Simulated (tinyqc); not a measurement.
First phase against the interface composition: thermodynamics of metal silicides: hull, first phase, silicon consumed, nucleation and stability against SiO2. Computed by tinyqc, a small Python program. Command: `OMP_NUM_THREADS=1 python tinyqc.py 3019480 3019481 out.jsonl silphase walk`. One thread of a shared host (Intel(R) Xeon(R) Processor @ 2.30GHz), about 0.01 s of CPU time with the checks.

Entropies of formation of the solids are neglected, so heats stand for free energies. Si fractions: M5Si3 0.3750, MSi 0.5000, MSi2 0.6667.

Inputs (values chosen for the exercise, of the order of those of tungsten silicides for heats and volumes only): heat of formation of M5Si3 = -16.9 kJ/mol atoms; heat of formation of MSi = -15.2 kJ/mol atoms; heat of formation of MSi2 = -27.5 kJ/mol atoms.

Phases: M5Si3, MSi, MSi2.

Method. Effective heat of formation: at the interface the mixture has the Si fraction x_e; the limiting element scales the heat, H_eff = H x_e/x if x_e < x, H (1 - x_e)/(1 - x) otherwise. The rule names the most negative as the first phase; its restriction to congruently melting phases is left out here.

H_eff (kJ/mol atoms):

| x_e | M5Si3 | MSi | MSi2 | first phase |
|---|---|---|---|---|
| 0.10 | -4.507 | -3.040 | -4.125 | M5Si3 |
| 0.20 | -9.013 | -6.080 | -8.250 | M5Si3 |
| 0.30 | -13.520 | -9.120 | -12.375 | M5Si3 |
| 0.36 | -16.224 | -10.944 | -14.850 | M5Si3 |
| 0.42 | -15.683 | -12.768 | -17.325 | MSi2 |
| 0.48 | -14.061 | -14.592 | -19.800 | MSi2 |
| 0.54 | -12.438 | -13.984 | -22.275 | MSi2 |
| 0.60 | -10.816 | -12.160 | -24.750 | MSi2 |
| 0.66 | -9.194 | -10.336 | -27.225 | MSi2 |
| 0.75 | -6.760 | -7.600 | -20.625 | MSi2 |

What does the comparison show, and why?

Each phase is a triangle with its apex at its own composition. In order of x_e the first phase is M5Si3, then MSi2. On either side of all three the ranking is that of H/x (Si-poor) or H/(1 - x) (Si-rich).
